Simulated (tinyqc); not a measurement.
Lateral field, substrate current, probability of reaching the oxide barrier and hot-carrier lifetime of a silicon transistor (pseudo-two-dimensional and lucky-electron models): one step, computed by the program tinyqc. Command: `OMP_NUM_THREADS=1 python tinyqc.py 3002777 3002778 out.jsonl hotcar walk`. One thread of a shared host (Intel(R) Xeon(R) Processor @ 2.30GHz), about 0.01 s of CPU time with the checks.

Local-field models: a lucky carrier gains its energy at the peak field over a path free of collisions. Voltages are magnitudes.

Question. Peak lateral field. C_ox = 3.9 eps_0/t; F_sat = 2 v_s/mu; V_Dsat = V_ov F_sat L/(V_ov + F_sat L), V_ov = V_G - V_T; I_D/W = C_ox v_s (V_ov - V_Dsat). Scale length l = 0.22 t^(1/3) x_j^(1/2) (all in cm); F_m = sqrt(((V_D - V_Dsat)/l_e)^2 + F_sat^2), with l_e = l + L_n; length of the velocity-saturated region l_e ln((V_D - V_Dsat)/(l_e F_sat) + F_m/F_sat).

Inputs (values chosen for the exercise, modelled on a silicon n-channel):
```
quantity                                value                      unit
channel length L                          280                        nm
oxide thickness t                         4.7                        nm
junction depth x_j                         69                        nm
mobility mu                               290                cm^2/(V s)
saturation velocity v_s                   0.9                  1e7 cm/s
threshold voltage V_T                    0.75                         V
gate voltage V_G                          1.7                         V
drain voltage V_D                         3.4                         V
ionisation prefactor A_i              1.9e+06                      1/cm
ionisation field B_i                     1.69                     MV/cm
hot-carrier mean free path lambda         8.3                        nm
oxide barrier phi_b                       3.1                        eV
interface-trap threshold phi_it           3.7                        eV
lifetime constant H                        60  s microampere/micrometre
length of the depleted extension L_n       36                        nm
```

Drain: lightly doped extension.

Constants: eps_0 = 8.8541878128e-12 F/m.

Give: scale length l; peak field F_m; velocity-saturated length; energy gained over one free path, e lambda F_m.

Answer.

scale length l = 44.931 nm

peak field F_m = 349.77 kV/cm

velocity-saturated length = 195.38 nm

energy gained over one free path, e lambda F_m = 0.29031 eV

Caution: the empirical formula for l was fitted to oxides of about 15 nm or more; for thinner ones it is an extrapolation. Caution: the saturated region fills most of the channel, so the split into two regions is rough. Caution: e V_D is below phi_b or phi_it, so the available energy, not the field, limits hot carriers, and the lucky-electron formulas overstate them.
